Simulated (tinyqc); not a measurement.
# True capacitance, leakage and series resistance from two frequencies

Inverse problem. A capacitance C in parallel with G and in series with Rs is measured as Cp and D = Gp/(w Cp) at two frequencies. The series reading Cs = Cp (1 + D^2) equals C + G^2/(w^2 C), and Re Z = D/(w Cp (1 + D^2)) = Rs + G/(G^2 + w^2 C^2). Find C, G and Rs.

f (Hz): [1e5, 3e5]
Cp (pF): [2.53893109, 2.53892811]
D: [0.0709025006, 0.0246551869]

Answer. w^2 Cs = w^2 C + G^2/C is a straight line in w^2 with slope C; the intercept gives G, and the real part then gives Rs.

C = 2.539 pF
G = 0.1125 uS
Rs = 240.0 ohm

Program tinyqc, `OMP_NUM_THREADS=1 python tinyqc.py 2022131 2022132 out.jsonl`; Intel Xeon 2.30GHz, shared host, one thread, about 0.01 s.
